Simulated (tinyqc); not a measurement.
Shallow donor in an anisotropic valley (effective-mass theory): one step. Energy of one trial function. Three cases, with inputs chosen for the exercise.

Task: Evaluate T, V and E. Scaling both radii by f changes T to T/f^2 and V to V/f, so the best factor is f = -2T/V, with energy -V^2/(4T).

One valley: H = -c [(d2/dx2 + d2/dy2)/mt + (d2/dz2)/ml] - q/(eps r), c = hbar^2/2m0, q = e^2/(4 pi eps0). Trial function exp(-sqrt((x^2 + y^2)/a^2 + z^2/b^2)) with a > b: T = (c/3)(2/(mt a^2) + 1/(ml b^2)), V = -(q/eps) atan(u/b)/u, u = sqrt(a^2 - b^2). The central cell of the impurity is left out.

Constants: hbar^2/2m0 = 3.80998211 eV angstrom^2; e^2/(4 pi eps0) = 14.39964547 eV angstrom.

Case 1.

Values chosen (near those of GaP; shifted at random, so the results belong to these values and not to a real crystal):
- ml = 2.07 m0 (longitudinal mass)
- mt = 0.248 m0 (transverse mass)
- eps = 11.1 (dielectric constant)
- a = 15.4 angstrom (trial radius across the axis)
- b = 7.9 angstrom (trial radius along the axis)

Case 2.

Values chosen (near those of 3C SiC; shifted at random, so the results belong to these values and not to a real crystal):
- ml = 0.65 m0 (longitudinal mass)
- mt = 0.244 m0 (transverse mass)
- eps = 10 (dielectric constant)
- a = 19.9 angstrom (trial radius across the axis)
- b = 13.8 angstrom (trial radius along the axis)

Case 3.

Values chosen (near those of Ge; shifted at random, so the results belong to these values and not to a real crystal):
- ml = 1.632 m0 (longitudinal mass)
- mt = 0.083 m0 (transverse mass)
- eps = 15.8 (dielectric constant)
- a = 55.4 angstrom (trial radius across the axis)
- b = 25.6 angstrom (trial radius along the axis)

Give: T; V; E; best scale factor; energy after scaling.

Result:

Case 1.

T = 53.016 meV
V = -101.288 meV
E = -48.272 meV
best scale factor = 1.0468
energy after scaling = -48.378 meV

The virial ratio -V/T is 1.911; it is 2 at the best scale. Scaling gains 0.106 meV.

Case 2.

T = 36.546 meV
V = -80.798 meV
E = -44.252 meV
best scale factor = 0.9046
energy after scaling = -44.658 meV

The virial ratio -V/T is 2.211; it is 2 at the best scale. Scaling gains 0.406 meV.

Case 3.

T = 11.158 meV
V = -20.228 meV
E = -9.069 meV
best scale factor = 1.1033
energy after scaling = -9.167 meV

The virial ratio -V/T is 1.813; it is 2 at the best scale. Scaling gains 0.098 meV.

Computed by tinyqc, one run a case: `OMP_NUM_THREADS=1 python tinyqc.py N N+1 out.jsonl` with N = 1250402, 1250660, 1250706; one thread of a shared Intel(R) Xeon(R) Processor @ 2.30GHz, about 0.01 s a run at most.
